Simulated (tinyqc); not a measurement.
From results back to parameters: two-level Kane dispersion of a narrow-gap semiconductor. Two cases, with inputs chosen for the exercise.

Problem. In the two-level Kane model E = Eg/2 + sqrt(Eg^2/4 + (2/3) Ep c k^2), c = hbar^2/2m0, and the momentum mass is m(k) = (3/(2 Ep)) sqrt(Eg^2 + (8/3) Ep c k^2). It is given at the Fermi wave vectors kF = (3 pi^2 n)^(1/3) of two densities (1 cm^-3 = 1e-24 angstrom^-3).

Constants: hbar^2/2m0 = 3.80998211 eV angstrom^2.

Case 1.

Values chosen (out of a larger set: near those of InSb; not measured data): n12 = (6.1e+15, 2.1e+17) cm^-3 (two densities).

masses at the two densities (m0): 0.01636768  0.02381217

Case 2.

Values chosen (out of a larger set: near those of InAs; not measured data): n12 = (1.2e+16, 1.6e+18) cm^-3 (two densities).

masses at the two densities (m0): 0.02993032  0.04669875

Find: kF^2; Ep; edge mass; |Eg|.

Solution. m^2 = m0*^2 + (6 c/Ep) kF^2 is a straight line in kF^2: the slope gives Ep, the intercept the edge mass, and |Eg| = (2/3) Ep m0*. The sign of Eg does not enter. The two-level form takes Dso as infinite, which overstates the mass where Dso is not large against Eg.

Case 1.

kF^2 (1/angstrom^2): 3.1952e-05  0.00033814

Ep = 23.4 eV
edge mass = 0.01538 m0
|Eg| = 0.240 eV

Case 2.

kF^2 (1/angstrom^2): 5.0165e-05  0.0013093

Ep = 22.4 eV
edge mass = 0.02906 m0
|Eg| = 0.434 eV

Computed by tinyqc, one run a case: `OMP_NUM_THREADS=1 python tinyqc.py N N+1 out.jsonl` with N = 1080769, 1080770; one thread of a shared Intel(R) Xeon(R) Processor @ 2.30GHz, about 0.01 s a run at most.
